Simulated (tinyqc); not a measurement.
Strain-driven roughening and islands of a mismatched epitaxial film: one step, computed by the program tinyqc.

Film and substrate share isotropic elastic constants; the film is coherent and biaxially strained.

Question. Which shape at the volume V. Shallow faceted island (Tersoff form): E = 4 Gam V^(2/3) tan^(1/3)(theta) - 6 c V tan(theta), Gam = gamma [x/sin(theta) - 1/tan(theta)], x the facet energy over gamma, c = stress^2 (1 - nu)/(2 pi G). The two energies cross at V_x^(1/3) = 4 [Gam_2 t2^(1/3) - Gam_1 t1^(1/3)]/(6 c (t2 - t1)), t = tan(theta); mu = dE/dV.

Inputs (values chosen for the exercise, modelled on In(0.5)Ga(0.5)As on GaAs):
```
quantity                                     value     unit
shear modulus G                               39.7      GPa
Poisson ratio nu                               0.3        -
surface energy gamma                         0.789    J/m^2
contact angle of the shallow shape theta_1    9.03  degrees
contact angle of the steep shape theta_2      22.4  degrees
facet energy of shape 1 over gamma          0.9991        -
facet energy of shape 2 over gamma           1.021        -
island volume V                             150000     nm^3
```

stress = 5.411677 GPa

Gam of shape 2 = 0.1997064 J/m^2

Gam of shape 1 = 0.05777917 J/m^2

c = 0.08218478 GPa

Constants: e = 1.602176634e-19 C.

Give: E of shape 1; E of shape 2; crossing volume V_x; jump of mu at V_x, shape 2 less shape 1.

Answer.

E of shape 1 = -71162 eV

E of shape 2 = -1.7981e+05 eV

crossing volume V_x = 53.075 nm^3

jump of mu at V_x, shape 2 less shape 1 = -41.626 MJ/m^3

At V the steep shape is lower. At V_x the chemical potential drops, so islands that have turned steep grow at the cost of the shallow ones. Caution: a critical island of a few cubic nanometres holds a few hundred atoms at most, and edge energies, left out here, matter.
